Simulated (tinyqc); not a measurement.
Trap density from one capacitance.

Question. Traps spread evenly through the insulator exchange electrons with the semiconductor by tunnelling, with tau(x) = t0 exp(2 ka x) at depth x from the interface. The admittance per area Y seen at depth x obeys dY/dx = -Y^2/(i w eps0 eox) + q Nb ln(1 + i w tau)/tau, with Y(0) = i w Cs and w = 2 pi f; the gate sees Y(tox) = G + i w C. Working variable y = Y/(i w), in uF/cm^2. Cox = eps0 eox/tox. Find Nb and G/w.

Values chosen for this exercise: relative permittivity of the insulator eox = 18.2; insulator thickness tox = 7.4 nm; semiconductor capacitance in accumulation Cs = 0.52 uF/cm^2; decay constant of the wave function in the insulator ka = 5.3 1/nm; time constant of a trap at the interface t0 = 6e-10 s; frequency f = 10000 Hz.

Constants: q = 1.602176634e-19 C, eps0 = 8.8541878128e-14 F/cm where lengths are in cm. Results are converted to the units shown.

C = 1.1299756 uF/cm^2

Answer. C rises steadily with Nb, so one density matches; in practice ka and t0 must come from the frequency dependence.

Nb = 9.60e19 cm^-3 eV^-1
G/w = 0.0706 uF/cm^2

Numbers from tinyqc (`OMP_NUM_THREADS=1 python tinyqc.py 2202063 2202064 out.jsonl`; about 0.5 s on one thread of a shared Intel Xeon 2.30GHz).
